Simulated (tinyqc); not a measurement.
# Trap density from the barrier height

Problem. In a partly depleted grain with all boundary traps filled, 2 N W = Qt and VB = q N W^2/(2 eps0 eps_r). Find Qt, W and the doping at which VB would equal Vt.

Values chosen for this exercise: temperature T = 250 K; relative permittivity eps_r = 11.7.

Constants: q = 1.602176634e-19 C, kB = 1.380649e-23 J/K, Vt = kB T/q, eps0 = 8.8541878128e-14 F/cm where lengths are in cm. Results are converted to the units shown.

doping = 1.2e18 cm^-3
barrier height = 0.10068959 V

Solution. Eliminating W gives VB = q Qt^2/(8 eps0 eps_r N), which falls as 1/N.

Qt = 2.50e12 cm^-2
W = 10.4 nm
doping for VB = Vt = 5.61e18 cm^-3

Numbers from tinyqc (`OMP_NUM_THREADS=1 python tinyqc.py 2830279 2830280 out.jsonl`; about 0.01 s on one thread of a shared Intel Xeon 2.30GHz).
